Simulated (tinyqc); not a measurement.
What moves the results: ionisation potential and affinity of a slab from the planar-averaged potential. A value that a table varies takes the place of the one given here.

A model of the planar-averaged electrostatic energy of an electron in a periodic cell of N1 periods of A (L1 = N1 n1 h) and N2 periods of vacuum (L2 = N2 n2 h), on z_j = j h: V(z) = f VA + (1 - f) VB + F t(z), VA = V1[0] + V1[1] cos(2 pi z/(n1 h)) + V1[2] cos(4 pi z/(n1 h)), VB the same with V2, n2 and z - L1. f = [tanh(z/w) - tanh((z - L1)/w) + tanh((z - L1 - L2)/w)]/2 + 1/2; t(z) = z - L1/2 in A and (L1/L2)(L1 + L2/2 - z) beyond, so that the cell is periodic.

Running mean over n points, periodic: for odd n the plain mean of the n points centred on j; for even n the n + 1 points with half weight at both ends. The macroscopic average applies the mean over n1 points and then over n2 points.

Values chosen for the exercise (gap near that of Si; not measured data): h = 0.25 angstrom (grid step); n1 = 7 (grid points per period of A); n2 = 6 (grid points per period of the vacuum filter); V1 = (-10.19, 1.83, -0.63) eV (mean and two harmonics of the potential in A); V2 = (0, 0, 0) eV (the same in vacuum); w = 0.46 angstrom (width of the interfaces); N1 = 4 (periods of A); N2 = 4 (periods of vacuum); F = 0 eV/angstrom (slope in A from opposite charges on the two interfaces).

## How thick the regions must be

N1 = N2 = N, no slope (F = 0); dV is read at j = floor(N n1/2) and N n1 + floor(N n2/2). The exact value is V2[0] - V1[0].

Results:

| N | L1 (angstrom) | dV (eV) | error (meV) |
|---|---|---|---|
| 1 | 1.75 | 4.0927 | -6097.32 |
| 2 | 3.50 | 9.4224 | -767.57 |
| 3 | 5.25 | 10.1557 | -34.34 |
| 4 | 7.00 | 10.1888 | -1.22 |
| 5 | 8.75 | 10.1900 | -0.05 |
| 6 | 10.50 | 10.1900 | 0.00 |

How do the results move?

The error is below 10 meV from N = 4 on. The two windows together span 3.25 angstrom and must fit between the interface tails, which fall as exp(-2 z/w); the errors at N = 2, 3 and 4 are -767.57, -34.34 and -1.22 meV.

## The choice of windows

dV read at j = 14 and 40 after means over the numbers of points listed; ripple is the spread over the five points around each.

Results:

| windows | dV (eV) | ripple in A (meV) | ripple in vacuum (meV) |
|---|---|---|---|
| none | 8.990 | 1121 | 0 |
| 7 only | 10.190 | 0 | 1 |
| 6 only | 9.850 | 460 | 1 |
| 8 only | 10.445 | 345 | 2 |
| 8, 7 | 10.187 | 1 | 9 |
| 7, 6 | 10.189 | 0 | 4 |

Which rows can be used, and how does a wrong window show?

The last row matches both periods and lies -1 meV from the value of a thick cell, V2[0] - V1[0] = 10.190 eV. Against it the raw potential errs by -1.20 eV. Within 20 meV of it lie: 7 only and 8, 7. A window one point too long leaves a ripple of 345 meV in A, against 0 meV in the last row: the ripple is the sign to look for. Rows to use, with under 30 meV of ripple in both regions once the tilt is taken off: 7 only, 8, 7 and 7, 6. A row with a large ripple can hit the right value only by chance.

(tinyqc, `OMP_NUM_THREADS=1 python tinyqc.py 1880171 1880172 out.jsonl`, Intel(R) Xeon(R) Processor @ 2.30GHz, 1 thread, shared host, about 0.01 s.)
